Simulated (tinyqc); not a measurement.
## Channel resistance from two points of the on-state curve

Inverse problem. In the p-i-n model Von = V1 + 2 Vt ln(J/(1 A/cm^2)) + J Rch, with V1 independent of J. Find Rch and V1.

Parameters, values chosen for the exercise:
```
symbol  value  unit      meaning
T         350     K  temperature
```

Constants: q = 1.602176634e-19 C, kB = 1.380649e-23 J/K, Vt = kB T/q. Results are converted to the units shown.

Von at J = 50 and 150 A/cm^2 (V): [0.95012105, 1.1963908]

Answer. Remove the logarithmic junction term; the rest is linear in J.

Rch = 1.80 mohm cm^2
V1 = 0.624 V

Numbers from tinyqc (`OMP_NUM_THREADS=1 python tinyqc.py 2590123 2590124 out.jsonl`; about 0.01 s on one thread of a shared Intel Xeon 2.30GHz).
